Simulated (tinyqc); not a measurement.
The decay curve: photoconductance decay in a wafer: bulk and surface recombination modes, and iron detection by pair splitting. Computed by tinyqc, a small Python program. Command: `OMP_NUM_THREADS=1 python tinyqc.py 3114208 3114209 out.jsonl pcd walk`. One thread of a shared host (Intel(R) Xeon(R) Processor @ 2.30GHz), about 0.01 s of CPU time with the checks.

Both faces of the wafer have the same S; injection is low and all coefficients are constant. x runs from -W/2 to W/2.

Inputs (values chosen for the exercise, modelled on p-type silicon):
```
quantity,value,unit
thickness W,150,micrometre
diffusivity D,20.7,cm^2/s
bulk lifetime tau_b without iron,78,microsecond
surface recombination velocity S,580,cm/s
absorption coefficient alpha,240,1/cm
```

Method:
- Even modes cos(a x) obey b tan b = S W/(2 D) with b = a W/2, odd modes sin(a x) obey -b cot b = S W/(2 D); each decays at the rate 1/tau_b + D a^2.
- tau_eff is the decay time of the first mode. The surface time is 1/(D a^2) of that mode; shortcuts for it are W/(2 S), W^2/(pi^2 D) and their sum, whose error is sum/surface time - 1.
- Light from one face makes n(x, 0) proportional to exp(-alpha (x + W/2)). Only even modes carry the thickness average: weight c_n = [sin b/b] int n cos(a x) dx / (int cos^2(a x) dx x mean n), with int exp(-alpha (x + W/2)) cos(a x) dx = [alpha cos b (1 - E) + a sin b (1 + E)]/(alpha^2 + a^2), E = exp(-alpha W), and int cos^2 = W/2 + sin(2 b)/(2 a).
- Mean density = sum_n c_n exp(-t/tau_n) over 60 modes; the local decay time is -1/(d ln n/dt).

W^2/(pi^2 D) = 1.10132 microsecond

tau_eff = 11.7608 microsecond

Decay:
```
t / (W^2/(pi^2 D)),t (microsecond),mean density/start,local decay time (microsecond)
0.02,0.0220,0.99686,7.381
0.05,0.0551,0.99260,8.030
0.10,0.1101,0.98612,8.742
0.20,0.2203,0.97444,9.684
0.50,0.5507,0.94421,11.081
1.00,1.1013,0.89992,11.668
2.00,2.2026,0.81933,11.759
```

The local decay time goes from 7.38 to 11.8 microsecond against tau_eff = 11.8. Early on higher modes speed the decay, so a fit must start late.
